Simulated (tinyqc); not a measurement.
# Thin-film transistor with exponential tail and deep states, accumulation layer: several studies

An undoped film in accumulation, thicker than the space-charge layer. With band bending psi the Fermi level lies E0 - psi below the band edge. Free electrons n = n0 exp(psi/Vt) carry the current; electrons in two exponential distributions of traps, a = a0 exp(psi/Va) and d = d0 exp(psi/Vp), do not. Linear regime, ohmic contacts, traps in equilibrium.

Parameters, values chosen for the exercise; values close to those of amorphous indium gallium zinc oxide: temperature T = 290 K; relative permittivity of the semiconductor eps_r = 10; density of extended states Nc = 5.1e18 cm^-3; band mobility mb = 13 cm^2/(V s); total density of tail states Nt = 3.4e18 cm^-3; characteristic temperature of the tail Tt = 340 K; total density of deep states Nd = 7.1e16 cm^-3; characteristic temperature of the deep states Td = 1700 K; bulk Fermi level below the band edge E0 = 0.62 eV; gate capacitance Ci = 35 nF/cm^2; ratio W/L WL = 5; drain voltage Vd = 0.1 V; gate voltage above flat band Vg = 4.9 V.

Constants: q = 1.602176634e-19 C, kB = 1.380649e-23 J/K, Vt = kB T/q, eps0 = 8.8541878128e-14 F/cm where lengths are in cm. Results are converted to the units shown.

Each table varies one quantity; the others keep the values above.

## Effect of the total density of tail states

Va = kB Tt/q, Vp = kB Td/q; n0 = Nc exp(-E0/Vt), a0 = Nt th(T/Tt) exp(-E0/Va), d0 = Nd th(T/Td) exp(-E0/Vp), th(x) = pi x/sin(pi x). G(psi) = sum over the three kinds of c0 [V (exp(psi/V) - 1) - psi], field F = sqrt(2 q G/(eps0 eps_r)); Vg = psi + eps0 eps_r F/Ci at the surface. Total charge Q = Ci (Vg - psi_s); free charge Qf = q times the integral of n0 (exp(psi/Vt) - 1)/F over psi from 0 to psi_s; I = (W/L) mb Qf Vd; effective mobility mb Qf/Q.

Effect of the total density of tail states:

| Nt (cm^-3) | E0 - psi_s (eV) | Q (nC/cm^2) | free share (%) | effective mobility (cm^2/(V s)) | I (nA) |
|---|---|---|---|---|---|
| 1.1e17 | 0.01854 | 150.4 | 60.40 | 7.852 | 590.7 |
| 2.6e17 | 0.02309 | 150.6 | 50.01 | 6.501 | 489.6 |
| 6e17 | 0.03148 | 150.9 | 35.40 | 4.602 | 347.2 |
| 1.4e18 | 0.04523 | 151.4 | 20.23 | 2.630 | 199.1 |
| 3.2e18 | 0.06329 | 152.0 | 9.765 | 1.269 | 96.48 |
| 7.4e18 | 0.08463 | 152.8 | 4.148 | 0.5392 | 41.19 |
| 1.7e19 | 0.1073 | 153.6 | 1.672 | 0.2174 | 16.69 |

What does the table show?

As Nt goes from 1.1e17 to 1.7e19 cm^-3, the free share falls from 60.4 to 1.67 %, the distance of the Fermi level from the edge rises from 0.0185 to 0.107 eV and the current falls from 591 to 16.7 nA. Q varies by only 2.0 %: the gate sets the charge, the traps decide how much of it moves. For Nt = 1.1e17 to 1.4e18 cm^-3 the surface Fermi level is within 2 Vt of the band edge, where the exponential forms fail. In every row T is close to Tt, where the factor th overstates the trapped charge. In every row the th form, which assumes a Fermi level far below the edge, overcounts the filled tail at the surface by more than 15 %.

## Transfer curve

Same model as above.

The last column is d ln I/d ln Vg.

Transfer curve:

| Vg (V) | E0 - psi_s (eV) | Q (nC/cm^2) | free share (%) | effective mobility (cm^2/(V s)) | I (nA) | exponent |
|---|---|---|---|---|---|---|
| 0.2 | 0.5220 | 3.570 | 1.615e-4 | 2.100e-5 | 3.748e-5 | 2.693 |
| 0.32 | 0.4688 | 5.907 | 4.790e-4 | 6.227e-5 | 1.839e-4 | 4.210 |
| 0.52 | 0.3889 | 10.11 | 0.003690 | 4.797e-4 | 0.002425 | 6.493 |
| 0.85 | 0.2806 | 17.87 | 0.08640 | 0.01123 | 0.1004 | 8.282 |
| 1.4 | 0.1795 | 33.58 | 1.481 | 0.1925 | 3.233 | 4.917 |
| 2.3 | 0.1228 | 63.10 | 4.598 | 0.5977 | 18.86 | 2.643 |
| 3.7 | 0.08448 | 110.8 | 7.574 | 0.9846 | 54.53 | 1.934 |
| 6 | 0.05127 | 190.1 | 10.34 | 1.344 | 127.8 | 1.626 |
| 9.8 | 0.02025 | 322.0 | 12.99 | 1.689 | 272.0 | 1.470 |

What does the comparison show?

The current rises from 3.75e-5 to 272 nA and the free share rises from 1.62e-4 to 13.0 %; the exponent goes from 2.69 through a maximum of 8.28 (at Vg = 0.85 V among the rows listed) to 1.47. If one kind of trap held all the charge, I would go as Q^(2 Tx/T - 1): 10.7 for the deep states, 1.34 for the tail and 1 for free electrons alone. At Vg = 9.8 V the surface Fermi level is within 2 Vt of the band edge, where the exponential forms fail. In every row T is close to Tt, where the factor th overstates the trapped charge. For Vg = 0.85 to 9.8 V the th form, which assumes a Fermi level far below the edge, overcounts the filled tail at the surface by more than 15 %.

## Effect of the gate capacitance

Same model as above.

Results:

| Ci (nF/cm^2) | E0 - psi_s (eV) | Q (nC/cm^2) | free share (%) | effective mobility (cm^2/(V s)) | I (nA) |
|---|---|---|---|---|---|
| 7 | 0.1880 | 31.28 | 1.201 | 0.1562 | 2.442 |
| 17 | 0.1107 | 74.64 | 5.493 | 0.7141 | 26.65 |
| 27 | 0.08061 | 117.7 | 7.892 | 1.026 | 60.39 |
| 43 | 0.05248 | 186.3 | 10.24 | 1.331 | 124.0 |
| 67 | 0.02664 | 288.5 | 12.44 | 1.617 | 233.3 |

Estimate the missing row, Ci = 11 nF/cm^2.

Computed row:

| Ci (nF/cm^2) | E0 - psi_s (eV) | Q (nC/cm^2) | free share (%) | effective mobility (cm^2/(V s)) | I (nA) |
|---|---|---|---|---|---|
| 11 | 0.1433 | 48.66 | 3.233 | 0.4203 | 10.23 |

With this row back in the table: As Ci goes from 7 to 67 nF/cm^2, the free share rises from 1.20 to 12.4 %, the distance of the Fermi level from the edge falls from 0.188 to 0.0266 eV and the current rises from 2.44 to 233 nA. At Ci = 67 nF/cm^2 the surface Fermi level is within 2 Vt of the band edge, where the exponential forms fail. In every row T is close to Tt, where the factor th overstates the trapped charge. In every row the th form, which assumes a Fermi level far below the edge, overcounts the filled tail at the surface by more than 15 %.

tinyqc, about 0.03 s, one thread, Intel Xeon 2.30GHz (shared host): `OMP_NUM_THREADS=1 python tinyqc.py 2610126 2610127 out.jsonl`
